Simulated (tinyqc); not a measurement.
Electron-beam lithography: double-Gaussian proximity function, edge placement and dose correction for parallel lines: one step, computed by the program tinyqc. Command: `OMP_NUM_THREADS=1 python tinyqc.py 3113457 3113458 out.jsonl proximity walk`. One thread of a shared host (Intel(R) Xeon(R) Processor @ 2.30GHz), about 0.01 s of CPU time with the checks.

Lines are infinitely long. Absorbed energy is counted so that the middle of a very large area written at dose 1 receives 1; the resist develops where it exceeds 1/2.

Task: Dose to size and latitude. A test line of width w << beta in surroundings of density rho, all at dose d: near its edge E(x) = d [S + eta rho]/(1 + eta), S = [erf((b - x)/alpha) - erf((a - x)/alpha)]/2 for edges a and b, the second term being the background energy. Dose to size d_s = (1 + eta)/(erf(w/alpha) + 2 eta rho), dose = d_s D0; edge slope d [1 - exp(-w^2/alpha^2)]/(sqrt(pi) alpha (1 + eta)); width change per 1 % of dose = 2 x 0.01 x (1/2)/slope.

Inputs (values chosen for the exercise, of the order of those for 50 keV electrons in resist on silicon): forward range alpha = 0.0086 micrometre; backscatter ratio eta = 0.63; base dose D0 = 100 microcoulomb/cm^2; width of the test line = 0.044 micrometre; pattern density around the test line = 0.32.

Give: dose to size d_s; dose; edge slope; width change per 1 % of dose; background energy.

Result:

dose to size d_s = 1.162

dose = 116.2 microcoulomb/cm^2

edge slope = 0.04675 1/nm

width change per 1 % of dose = 0.2139 nm

background energy = 0.1437

The background supplies 29 % of the threshold.
